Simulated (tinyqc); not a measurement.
Well width and field from level and shift.

Inverse problem. An infinitely deep well has E_1(0) = C (pi/L)^2/m1, C = hbar^2/(2 m0), and in a field F (potential zero at the centre of the well) the second-order term of the shift is -m1 F^2 L^4 (15 - pi^2)/(48 C pi^4); higher orders are set aside. Find L and F.

Inputs (values chosen for the exercise):
```
symbol  value  unit  meaning
m1      0.067    m0     mass
```

Constants: q = 1.602176634e-19 C, hbar = 1.054571817e-34 J s, m0 = 9.1093837015e-31 kg, hbar^2/(2 m0) = 0.0380998212 eV nm^2. Results are converted to the units shown.

E_1(0) = 0.017131316 eV
second-order shift of level 1 = -0.25058880 meV

Solution. The level gives L, and the shift then gives F^2.

L = 18.10 nm
F = 0.001100 V/nm

tinyqc, about 0.02 s, one thread, Intel Xeon 2.30GHz (shared host): `OMP_NUM_THREADS=1 python tinyqc.py 2580018 2580019 out.jsonl`
